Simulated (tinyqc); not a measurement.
Standing waves and exposure in a photoresist film, step by step. Values are carried at full precision from step to step, so a last printed digit may differ when a step is redone from the rounded ones.

Normal incidence from air. Unexposed resist: N1 = n1 + i k1 with k1 = (A + B) lam/(4 pi), lam in micrometres. r01 = (1 - N1)/(1 + N1), t01 = 2/(1 + N1). Substrate Ns = ns + i ks: r12 = (N1 - Ns)/(N1 + Ns). With p = exp(2 pi i N1 d/lam), the field at depth z is E(z) = t01 [exp(2 pi i N1 z/lam) + r12 p^2 exp(-2 pi i N1 z/lam)]/(1 + r01 r12 p^2), the relative intensity I(z) = n1 |E(z)|^2 and the reflectance R = |(r01 + r12 p^2)/(1 + r01 r12 p^2)|^2.

Parameters, chosen for this exercise (a resist on Al, indices near tabulated ones; shifted at random, so the results belong to these values and not to a real crystal): lam = 193 nm (vacuum wavelength); n1 = 1.667 (resist index); A = 0.03 1/micrometre (bleachable absorption (Dill A)); B = 0.89 1/micrometre (fixed absorption (Dill B)); d = 112 nm (resist thickness); ns = 0.108 (substrate n); ks = 2.163 (substrate k); C = 0.02 cm^2/mJ (exposure rate (Dill C)); D = 40 mJ/cm^2 (incident dose); Ld = 15 nm (diffusion length of the post-exposure bake).

## Interface coefficients

Form N1, r01, t01 and r12.

N1 = 1.66700+0.01413i
r01 = -0.2501-0.0040i
t01 = 0.7499-0.0040i
r12 = -0.2422-0.9136i
|r12|^2 = 0.8932

Next to the bottom the intensity swings by a factor ((1 + |r12|)/(1 - |r12|))^2 = 1.26e+03 between antinode and node.

## Round trip and reflectance

Form p^2, the denominator and R; the period of the standing wave is lam/(2 n1).

p^2 = 0.8273-0.3595i
1 + r01 r12 p^2 = 1.1296+0.1694i
R = 0.8119
period = 57.89 nm

The film holds 1.93 periods.

## Intensity and exposure over the lowest period

Nine depths from d - period to d. Without bleaching during the exposure the share of unexposed compound is m = exp(-C D I).

Profile:
```
z (nm)      I      m
54.1    0.919  0.480
61.3    0.172  0.871
68.6    0.047  0.963
75.8    0.615  0.612
83.1    1.543  0.291
90.3    2.288  0.160
97.5    2.412  0.145
104.8   1.843  0.229
112.0   0.913  0.482
```

I runs from 0.047 to 2.412 on these points, so m runs from 0.145 to 0.963; the least exposed point listed lies 43.4 nm above the bottom.

## Smoothing by the bake

Gaussian diffusion of length Ld multiplies a cosine of period L by exp(-2 pi^2 Ld^2/L^2). Give that factor, and the Ld that leaves 10 %.

factor = 0.266
Ld for 10 % = 19.77 nm

## Checks

- R against the transfer-matrix product: both 0.81192.
- Absorption (A + B) d times the mean of I against 1 - R - T: both 0.129.

Run: tinyqc, `OMP_NUM_THREADS=1 python tinyqc.py 1681008 1681009 out.jsonl`; Intel(R) Xeon(R) Processor @ 2.30GHz, one thread, shared host; about 0.01 s of CPU time with all checks.
